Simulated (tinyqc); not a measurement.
Depth of the donor: donor near an oxide interface in a gate field (two-state model).

Interface at z = 0 (hard wall), donor at z = d, field F pulling electrons to the interface: potential e F z; 1 kV/cm = 1e-5 eV/angstrom, c = hbar^2/2m0, q = e^2/(4 pi eps0), Q = (eps - eo)/(eps + eo). Donor state: E_D = e F d - ED - q Q/(4 eps d), the last term joining the images of ion and electron. Interface state: z exp(-b z/2) exp(-rho^2/(2 L^2)) with E_z = c b^2/(4 mz) + 3 e F/b + q Q b/(8 eps), minimised over b; in the plane at z = 3/b the ion (distance D = d - 3/b) and its image (D' = d + 3/b) give E_rho = c/(mt L^2) - (q/eps)(sqrt(pi)/L)[erfcx(D/L) + Q erfcx(D'/L)], erfcx(x) = exp(x^2) erfc(x), minimised over L. E_I = E_z + E_rho.

The two states couple by t = t0 exp(-D/aD) with t0 = q/(eps aD) (2 aD/L) sqrt(aD b/2) v, v a valley factor; this form is an estimate. With detuning u = E_D - E_I the splitting is sqrt(u^2 + 4 t^2) and the lower state has weight (1 - u/sqrt(u^2 + 4 t^2))/2 on the donor.

Constants: hbar^2/2m0 = 3.80998211 eV angstrom^2; e^2/(4 pi eps0) = 14.39964547 eV angstrom.

Values chosen for the exercise (near those of a donor in Si below HfO2, static dielectric constants; not measured data): ED = 43 meV (bulk binding energy); mz = 0.918 m0 (mass across the interface); mt = 0.19 m0 (mass in the plane); eps = 11.6 (dielectric constant of the semiconductor); eo = 22 (dielectric constant of the oxide); aD = 18.5 angstrom (donor radius); v = 0.48 (valley factor); dl = (65, 90, 120, 155, 200, 250) angstrom (depths).

Critical field, and the coupling, E_rho and L at that field.

Results:

| d (angstrom) | critical field (kV/cm) | e F d/ED | t (meV) | E_rho (meV) | L (angstrom) |
|---|---|---|---|---|---|
| 65 | 100.2 | 1.515 | 2.1 | -10.60 | 67 |
| 120 | 46.4 | 1.295 | 0.088 | -5.96 | 105 |
| 155 | 34.3 | 1.238 | 0.012 | -4.67 | 127 |
| 200 | 25.6 | 1.192 | 0.0010 | -3.66 | 154 |
| 250 | 20.0 | 1.160 | 6.5e-05 | -2.95 | 181 |

Give the missing row, d (angstrom) = 90.

Computed row:
```
d (angstrom)  critical field (kV/cm)  e F d/ED  t (meV)  E_rho (meV)  L (angstrom)
90                              65.9     1.380     0.49        -7.83            85
```

The critical field falls from 100 to 20 kV/cm, with exponent -1.20 in d, while t drops by a factor 3.3e+04, about e for each 18 angstrom at the end (aD = 18.5). One lattice plane (1.36 angstrom) of misplacement changes t by 7 % and the critical field by about 1.4 % at 120 angstrom.

tinyqc: `OMP_NUM_THREADS=1 python tinyqc.py 1280653 1280654 out.jsonl`; about 0.07 s, one thread, shared Intel(R) Xeon(R) Processor @ 2.30GHz.
